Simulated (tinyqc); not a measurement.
# Collinear exchange A + BC -> AB + C on a London-Eyring-Polanyi-Sato surface: saddle, string of images and rate, step by step

A worked calculation. Computed by tinyqc, a small Python program that keeps every step. Command: `OMP_NUM_THREADS=1 python tinyqc.py 3110438 3110439 out.jsonl leps walk`. One thread of a shared host (Intel(R) Xeon(R) Processor @ 2.30GHz), about 0.04 s of CPU time with the checks. Intermediate numbers are printed to about 6 digits and carried at full precision; extremes and crossings named in words are read from the listed rows.

x = r(AB), y = r(BC), r(AC) = x + y. V is counted from separated atoms, the barrier from A + BC, that is V + D(BC).

Inputs (values chosen for the exercise, bond data loosely for abstraction of hydrogen from a Ge-H bond by a hydrogen atom; the barrier is not fitted):

| quantity | value | unit |
|---|---|---|
| D(AB) | 4.69 | eV |
| r0(AB) | 0.742 | angstrom |
| beta(AB) | 1.94 | 1/angstrom |
| D(BC) | 3.8 | eV |
| r0(BC) | 1.53 | angstrom |
| beta(BC) | 1.45 | 1/angstrom |
| D(AC) | 3.71 | eV |
| r0(AC) | 1.53 | angstrom |
| beta(AC) | 1.45 | 1/angstrom |
| Sato parameter S | 0.093 | - |
| mass of A | 1.008 | u |
| mass of B | 1.008 | u |
| mass of C | 72.6 | u |
| temperature T | 700 | K |
| step of the string | 0.02 | angstrom^2/eV |

Constants: nu for 1 eV/(angstrom^2 u) = 15.6333042 THz; h x 1 THz = 4.135667696 meV; k_B = 1.380649e-23 J/K; u = 1.6605390666e-27 kg; k_B = 8.617333262e-05 eV/K.

## One point of the surface

For each pair, with u = exp(-beta (r - r0)): Q = D [(3 + S) u^2 - (2 + 6 S) u]/(4 (1 + S)), J = D [(1 + 3 S) u^2 - (6 + 2 S) u]/(4 (1 + S)); V = Q1 + Q2 + Q3 - sqrt(((J1 - J2)^2 + (J2 - J3)^2 + (J3 - J1)^2)/2). Take x = r0(AB) + 0.3 and y = r0(BC) + 0.1 angstrom.

Pair terms:

| pair | u | Q (eV) | J (eV) |
|---|---|---|---|
| AB | 0.558780 | -0.497338 | -3.27963 |
| BC | 0.865022 | 0.088353 | -3.81912 |
| AC | 0.190920 | -0.318755 | -0.96264 |

V = -3.35633 eV

## Relaxing the string

String of 9 images between the fixed ends (r0(AB) + 2, r0(BC)) and (r0(AB), r0(BC) + 2), started on the two straight legs through (r0(AB) + 0.3, r0(BC) + 0.3): each iteration moves the inner images by -step x gradient (central differences) and spaces them evenly again along the broken line (coordinates are kept between 0.2 and 8 angstrom); stop when no coordinate changes by more than 1e-5 angstrom, at most 400 iterations.

Course:

| iteration | highest inner image above A + BC (eV) | largest move (angstrom) |
|---|---|---|
| 1 | 0.416461 | 6.14398e-02 |
| 2 | 0.384664 | 4.90793e-02 |
| 3 | 0.362050 | 3.39817e-02 |
| 4 | 0.346083 | 2.05376e-02 |
| 5 | 0.334799 | 1.43085e-02 |
| 6 | 0.326949 | 1.17438e-02 |
| 7 | 0.321624 | 9.46632e-03 |
| ... | ... | ... |
| 31 | 0.312075 | 3.64764e-05 |
| 32 | 0.312077 | 2.93618e-05 |
| 33 | 0.312079 | 2.36266e-05 |
| 34 | 0.312080 | 1.90058e-05 |
| 35 | 0.312081 | 1.52846e-05 |
| 36 | 0.312082 | 1.22892e-05 |
| 37 | 0.312083 | 9.87890e-06 |

Images at the end:

| image | x (angstrom) | y (angstrom) | V + D(BC) (eV) |
|---|---|---|---|
| 0 | 2.74200 | 1.53000 | 0.022092 |
| 1 | 2.29356 | 1.53263 | 0.051902 |
| 2 | 1.84521 | 1.54051 | 0.127941 |
| 3 | 1.40084 | 1.59481 | 0.312083 |
| 4 | 1.00522 | 1.80596 | 0.265293 |
| 5 | 0.77864 | 2.18767 | -0.442331 |
| 6 | 0.74804 | 2.63314 | -0.706747 |
| 7 | 0.74381 | 3.08156 | -0.808641 |
| 8 | 0.74200 | 3.53000 | -0.851501 |

last move = 9.87890e-06 angstrom

Converged in 37 iterations.

## Saddle by Newton steps

From the highest inner image, z -> z - H^-1 g with gradient g and Hessian H by central differences, steps capped at 0.15 angstrom, 12 steps.

The first seven points:

| step | x | y | V + D(BC) (eV) | \|g\| (eV/angstrom) |
|---|---|---|---|---|
| 0 | 1.40084 | 1.59481 | 0.312083 | 5.58987e-01 |
| 1 | 1.25406 | 1.62570 | 0.385944 | 4.00023e-01 |
| 2 | 1.11646 | 1.68543 | 0.403224 | 3.29698e-01 |
| 3 | 1.16294 | 1.67706 | 0.408290 | 2.20422e-02 |
| 4 | 1.16616 | 1.67720 | 0.408297 | 9.39353e-05 |
| 5 | 1.16618 | 1.67720 | 0.408297 | 0 |
| 6 | 1.16618 | 1.67720 | 0.408297 | 0 |

saddle (x, y) (angstrom): 1.16618  1.67720

barrier = 0.408297 eV

Hessian (eV/angstrom^2):
```
          x        y
x  -1.99603  6.29809
y   6.29809  6.07548
```

The highest image lies 96.2 meV below the saddle. Stretches at the saddle: AB 0.424, BC 0.147 angstrom, for a reaction energy D(BC) - D(AB) = -0.89 eV: an early barrier for an exothermic step.

## Frequencies at the saddle

Wilson matrix G = [[1/m_A + 1/m_B, -1/m_B], [-1/m_B, 1/m_B + 1/m_C]]; eigenvalues lambda of G H give nu = 15.6333042 THz x sqrt(|lambda|), the negative one being imaginary. Reactant: nu_BC from k = 2 D beta^2 and 1/m_B + 1/m_C. Skew angle: cos = sqrt(m_A m_C/((m_A + m_B)(m_B + m_C))).

imaginary frequency = 58.6391 THz

real frequency at the saddle = 30.1673 THz

nu_BC = 62.6743 THz

skew angle = 45.3923 degrees

## Transition-state rate

One-dimensional rate constant without tunnelling, k = sqrt(k_B T/(2 pi mu)) [sinh(h nu_BC/(2 k_B T))/sinh(h nu_s/(2 k_B T))] exp(-barrier/(k_B T)) with mu = m_A (m_B + m_C)/(m_A + m_B + m_C); Wigner factor 1 + (h nu_i/(k_B T))^2/24; adiabatic barrier = barrier + h (nu_s - nu_BC)/2.

adiabatic barrier = 0.341078 eV

rate constant k = 381.664 cm/s

Wigner factor = 1.67346

## Rate against temperature

The formulas are those given above.

Rates; the last column is k_B T^2 d ln k/dT:

| T (K) | k (cm/s) | Wigner factor | activation energy (eV) |
|---|---|---|---|
| 300 | 1.18638e-01 | 4.66662 | 0.355002 |
| 400 | 3.77784e+00 | 3.06247 | 0.361608 |
| 550 | 6.87742e+01 | 2.09090 | 0.373345 |
| 750 | 5.85830e+02 | 1.58666 | 0.389783 |
| 1000 | 2.73829e+03 | 1.33000 | 0.409040 |
| 1400 | 1.10716e+04 | 1.16837 | 0.435995 |
| 2000 | 3.40406e+04 | 1.08250 | 0.470609 |

The activation energy goes from 0.355 eV at 300 K, near the adiabatic barrier plus k_B T/2 (0.354), to 0.471 eV at 2000 K; the classical limit is the barrier plus k_B T/2 (0.494).

Checks made by the program: V for A far away against -D(BC) (relative difference below 1e-10).
